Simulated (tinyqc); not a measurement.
Six-transistor SRAM cell, nodal equations and margins: one step of the calculation.

Two cross-coupled inverters (pull-down bn, pull-up bp) hold the nodes Q and QB; access transistors (ba, threshold VTn, gate on the word line at Vdd when selected) join them to the bit lines. Transistor (EKV form, voltages against the body): I = 2 n b Vt^2 [F(vp - Vs) - F(vp - Vd)] from drain to source, F(v) = ln^2(1 + exp(v/(2 Vt))), vp = (Vg - VT + sg |Vd - Vs|)/n. n-channel bodies are at 0; for the p-channel device all voltages are counted down from Vdd. b in uA/V^2 gives I in uA. For an access transistor the bit line is the drain and the node the source. In a read both bit lines are at Vdd. The cell is symmetric (no mismatch).

Problem. Node voltages in a read by Newton steps. F1 = In(gate QB, drain Q) - Ip(gate QB, drain Q) - Ia(bit line, Q), F2 the same with Q and QB exchanged; J by central differences with +/- 1e-6 V; solve J d = -F, limit each component to +/- 0.15 V and add.

Inputs (values chosen for the exercise):
- T = 300 K (temperature)
- Vdd = 1 V (supply voltage)
- n = 1.34 (slope factor)
- sg = 0.068 (drain-induced barrier lowering)
- VTn = 0.35 V (n-channel threshold)
- VTp = 0.39 V (p-channel threshold (magnitude))
- bn = 680 uA/V^2 (gain factor of the pull-down transistor)
- ba = 450 uA/V^2 (gain factor of the access transistor)
- bp = 280 uA/V^2 (gain factor of the pull-up transistor)

Constants: q = 1.602176634e-19 C, kB = 1.380649e-23 J/K, Vt = kB T/q. Results are converted to the units shown.

(Q, QB) at the start (V): Q 0.0000000, QB 1.0000000

Give: F1, F2; J; (Q, QB) after iteration 1.

Solution.

F1, F2 (uA): [-86.56, 0.00]

J (uS):

|  | Q | QB |
|---|---|---|
| F1 | 781.5 | 0.0 |
| F2 | 0.0 | 170.8 |

(Q, QB) after iteration 1 (V): Q 0.111, QB 1.000

Computed by the program tinyqc: `OMP_NUM_THREADS=1 python tinyqc.py 2340130 2340131 out.jsonl`, one thread of a shared Intel Xeon 2.30GHz, about 0.2 s for the whole run.
